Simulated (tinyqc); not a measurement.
Worked calculation: hole subbands of a hard-walled well, four-band Luttinger model. Values are carried at full precision from step to step, so a last printed digit may differ when a step is redone from the rounded ones.

Constants: hbar^2/2m0 = 3.80998211 eV angstrom^2.

Parameters, chosen for this exercise (near those of Ge; shifted at random, so the results belong to these values and not to a real crystal): b = -2.64 eV (shear deformation potential); C11 = 134.1 GPa; C12 = 50.8 GPa; e_par = 0.0083 (strain in the plane); g1 = 13.28 (Luttinger gamma1); g2 = 4.25 (gamma2); L = 125 angstrom (well width along [001]); g3 = 5.62 (gamma3); k = 0.0285 1/angstrom (wave vector in the plane); N = 2 (sines for each component); kmax = 0.06 1/angstrom (end of the path).

## Shear strain energy

e_perp = -2 (C12/C11) e_par and Zs = b (e_par - e_perp); Zs > 0 lifts the heavy-hole edge by Zs and lowers the light-hole edge by Zs.

e_perp = -0.00629
shear strain energy Zs = -0.03851 eV

## Levels at k = 0

R and S vanish: HHn = c (g1 - 2 g2)(n pi/L)^2 - Zs and LHn = c (g1 + 2 g2)(n pi/L)^2 + Zs, c = hbar^2/2m0, hole energies counted downwards. Sort HH1 to HH4 and LH1, LH2.

Levels:

| subband | E (eV) |
|---|---|
| LH1 | 0.0139 |
| HH1 | 0.0500 |
| HH2 | 0.0845 |
| HH3 | 0.1420 |
| LH2 | 0.1711 |
| HH4 | 0.2226 |

The top subband is LH1, 36.1 meV from HH1.

## The matrix at one k

Hole energies are counted downwards from the unstrained band edge, c = hbar^2/2m0. After the usual block transformation one block is H = [[P + Q - Zs, R - i S], [R + i S, P - Q + Zs]] in (heavy, light), with P +/- Q = c [(g1 +/- g2) k^2 + (g1 -/+ 2 g2) kz^2], R = sqrt(3) c gR k^2, S = 2 sqrt(3) c g3 k kz, kz = -i d/dz; axial approximation gR = (g2 + g3)/2. Zs = b (e_par - e_perp) is the shear part of the strain (the hydrostatic part shifts all levels alike and is left out). Basis sqrt(2/L) sin(n pi z/L), n = 1 to N, for each component: kz^2 gives (n pi/L)^2 and the heavy-light block is R delta_nm - 2 sqrt(3) c g3 k D_nm with D_nm = 4 n m/(L (n^2 - m^2)) for n + m odd, 0 otherwise. The other block has the same levels. The split-off band is left out.

Fill in the 2N x 2N matrix, in meV.

H(k) (meV), lower triangle:
```
        h1      h2     l1      l2
h1  104.27
h2       0  138.78
l1   26.45  -45.10  41.85
l2   45.10   26.45      0  199.09
```

## Levels and mixing

Diagonalise; give the four lowest hole energies and the weight of the heavy component (the first half of the basis) in each.

levels (meV): 17.02  86.62  156.02  224.32

heavy weight: 0.189  0.807  0.810  0.194

The most mixed of the four is number 4, with 19 % heavy character. Against 60 sines these levels lie 2.6, 16.1, 29.8 and 91.4 meV too high: the small basis is not converged.

## Dispersion in the plane

N = 20, nine points from 0 to kmax.

Hole energies (meV):

| k (1/angstrom) | E1 | E2 | E3 | E4 | heavy weight of 1 | heavy weight of 2 |
|---|---|---|---|---|---|---|
| 0.0000 | 13.90 | 50.02 | 84.53 | 142.05 | 0.000 | 1.000 |
| 0.0075 | 13.71 | 52.60 | 88.74 | 133.24 | 0.028 | 0.988 |
| 0.0150 | 13.29 | 59.92 | 99.93 | 122.97 | 0.095 | 0.933 |
| 0.0225 | 13.38 | 67.91 | 115.89 | 121.27 | 0.163 | 0.807 |
| 0.0300 | 14.86 | 70.64 | 127.72 | 138.02 | 0.213 | 0.657 |
| 0.0375 | 18.22 | 69.91 | 132.90 | 166.68 | 0.245 | 0.568 |
| 0.0450 | 23.65 | 69.53 | 134.18 | 192.56 | 0.264 | 0.519 |
| 0.0525 | 31.18 | 71.04 | 133.97 | 206.62 | 0.276 | 0.487 |
| 0.0600 | 40.76 | 74.90 | 134.30 | 211.81 | 0.283 | 0.464 |

At small k the hole energy falls in subbands 1 and 4: an electron-like mass, caused by repulsion from a deeper subband. E2 - E1 is smallest, 34.1 meV, at k = 0.0600 of the points listed. The top subband goes from 0.00 to 0.28 in heavy weight.

## Mass of HH1 in the plane

Second order in k: 1/m = g1 + g2 - sum_n 12 c g3^2 D_1n^2/(LHn - HH1) over even n up to 60, with D_1n = 4n/(L (n^2 - 1)) in size, LHn - HH1 = c [(g1 + 2 g2) n^2 - (g1 - 2 g2)](pi/L)^2 + 2 Zs, c = hbar^2/2m0.

LHn - HH1 for n = 2, 4, 6 (meV): 121.1  750.1  1798.4
terms for n = 2, 4, 6: 5.4254  0.1402  0.0242
sum of all terms = 5.6035
mass without mixing, 1/(g1 + g2) = 0.0570 m0
1/m with mixing = 11.9265 1/m0

Mixing with the light holes takes m from 0.057 to 0.084 m0.

## Checks

- 1/m of HH1 from the full matrix (N = 60) at small k against second order: both 11.926.
- The 2 x 2 block with gR = g2 (k along [100]) for a plane wave (k, 0, pi/L) against the bulk heavy-hole formula, eV: both 0.01479.
- Lowest level at the given k on a real-space grid of 240 points against 60 sines, eV: both 0.0144.

Computed by tinyqc, a small Python program: `OMP_NUM_THREADS=1 python tinyqc.py 1282278 1282279 out.jsonl` (the numbers bound the seed that draws the inputs); one thread of a shared host (Intel(R) Xeon(R) Processor @ 2.30GHz), about 0.09 s for the whole set of steps.
